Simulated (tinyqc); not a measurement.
Schottky barrier on an n-type semiconductor, non-linear Poisson equation by Newton steps: one step of the calculation.

One dimension, metal at x = 0, donor density C(x) = Nd, uniform. Energies are counted from the electron Fermi level of the semiconductor and the conduction-band edge is Ec = -psi, so n = Nc exp(psi/Vt); holes follow the Fermi level of the metal, at -V, so p = Nv exp((V - psi - Eg)/Vt). Ends: psi(0) = V - phiB and psi = Vt ln(Nd/Nc) deep inside. Boltzmann statistics, full ionisation, no current, no image force in the Poisson equation.

Question. End potentials, built-in voltage, Debye length. psi_0 = V - phiB, psi_b = Vt ln(Nd/Nc), Vbi = phiB - Vt ln(Nc/Nd), LD = sqrt(eps0 eps_r Vt/(q Nd)), W = sqrt(2 eps0 eps_r (Vbi - V)/(q Nd)), hole density at the metal p_0 = Nv exp((phiB - Eg)/Vt).

Inputs (values chosen for the exercise); band and dielectric values close to those of 4H silicon carbide:
- T = 273 K (temperature)
- Eg = 3.29 eV (band gap)
- eps_r = 9.76 (relative permittivity)
- Nc = 1.5e19 cm^-3 (conduction-band density of states at T)
- Nv = 2.17e19 cm^-3 (valence-band density of states at T)
- Nd = 1.1e17 cm^-3 (donor density deep in the semiconductor)
- phiB = 1.2 eV (barrier height)
- V = 0 V (bias of the metal against the semiconductor)

Constants: q = 1.602176634e-19 C, kB = 1.380649e-23 J/K, Vt = kB T/q, eps0 = 8.8541878128e-14 F/cm where lengths are in cm. Results are converted to the units shown.

Find: psi_0; psi_b; Vbi; LD; W for uniform Nd; p_0.

Answer.

psi_0 = -1.200 V
psi_b = -0.1156 V
Vbi = 1.084 V
LD = 10.74 nm
W for uniform Nd = 103.1 nm
p_0 = 5.669e-20 cm^-3

The hole density at the metal is 5.2e-37 times Nd, so holes hardly matter.

Program tinyqc, `OMP_NUM_THREADS=1 python tinyqc.py 2020136 2020137 out.jsonl`; Intel Xeon 2.30GHz, shared host, one thread, about 0.05 s.
